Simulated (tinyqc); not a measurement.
In-plane mass from two subband densities.

Inverse problem. At zero temperature each occupied subband holds N_k = D (EF - E_k), D = md m0 q/(pi hbar^2) per eV. Two subbands are occupied. Find md, EF - E1 and EF - E2.

Constants: q = 1.602176634e-19 C, hbar = 1.054571817e-34 J s, m0 = 9.1093837015e-31 kg. Results are converted to the units shown.

N1, N2 (cm^-2): 5.2842343e11  1.4e11
E2 - E1 = 23.6 meV

Solution. N1 - N2 = D (E2 - E1) gives D and so md; each N_k/D is a distance to EF.

md = 0.03940 m0
EF - E1 = 32.11 meV
EF - E2 = 8.506 meV

tinyqc, about 0.1 s, one thread, Intel Xeon 2.30GHz (shared host): `OMP_NUM_THREADS=1 python tinyqc.py 2140071 2140072 out.jsonl`
